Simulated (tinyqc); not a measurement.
Worked calculation: donors on two lattice sites with valley-orbit split states. Values are carried at full precision from step to step, so a last printed digit may differ when a step is redone from the rounded ones.

Each donor binds at most one electron, in any of its states. For a site s, W_s = sum over its states of g exp(E/kT), and the ionised share is 1/(1 + W_s exp(eta)), eta = (EF - Ec)/kT; n = Nc F_1/2(eta); neutrality n + NA = ND x (mean ionised share, the two sites in equal numbers); holes are neglected. Nc from N = 2 (m kB T/(4 pi c))^(3/2) with c = hbar^2/2m0, in 1/angstrom^3; times 1e24 for 1/cm^3, m = md. F_j(eta) = (1/Gamma(j + 1)) integral_0^infinity x^j dx/(1 + exp(x - eta)), which tends to exp(eta) for eta << 0.

Constants: hbar^2/2m0 = 3.80998211 eV angstrom^2; kB = 8.617333262e-05 eV/K.

Values chosen for the exercise (near those of nitrogen in 4H-SiC; the results hold for these values, not for the real material): md = 0.783 m0 (density-of-states mass of the conduction band); E = (56.9, 48.6, 117.8, 73.8) meV (binding energies of h ground, h excited, k ground, k excited); g = (2, 4, 2, 4) (their degeneracies with spin); T = 350 K; ND = 1.1e+17 1/cm^3 (donors, half on each site); NA = 9.5e+15 1/cm^3 (compensating acceptors, all ionised); mu0 = 41 cm^2/(V s) (mobility at heavy doping); mu1 = 924 cm^2/(V s) (mobility at light doping and 300 K); Nr = 2.1e+17 1/cm^3 (reference doping); de = 0.61 (doping exponent); ga = 2.4 (temperature exponent).

## Partition sums of the neutral donor

Give each term g exp(E/kT), W_s, and the effective degeneracy W_s exp(-E_ground/kT).

Nc = 2.1910e+19 1/cm^3

terms: h ground 13.19, h excited 20.04, k ground 99.37, k excited 46.21

W_s: h 33.232, k 145.58

effective degeneracy: h 5.038, k 2.930

The ground state alone would give 2 and all states together 6 on each site; here the excited states hold 60 % and 32 % of the bound electrons on the h and k sites.

## Neutrality

Solve for eta.

eta = -5.659
n = 7.63e+16 1/cm^3

ionised share: h 0.896, k 0.663

n is 0.759 of ND - NA. The deeper k site is ionised 0.74 times as much as the h site.

## Mobility and resistivity

Mobility (Caughey-Thomas form): mu = mu0 + (mu1 (T/300)^(-ga) - mu0)/(1 + ((ND + NA)/Nr)^de); rho = 1/(e n mu), e = 1.602176634e-19 C.

Compare with full ionisation, n = ND - NA.

mu = 390.5 cm^2/(V s)
rho = 0.210 ohm cm
rho at full ionisation = 0.159 ohm cm

Incomplete ionisation raises rho by a factor 1.32.

## Checks

- n + NA against ND times the mean ionised share (1/cm^3): both 8.578e+16.

(tinyqc, `OMP_NUM_THREADS=1 python tinyqc.py 1682243 1682244 out.jsonl`, Intel(R) Xeon(R) Processor @ 2.30GHz, 1 thread, shared host, about 0.02 s.)
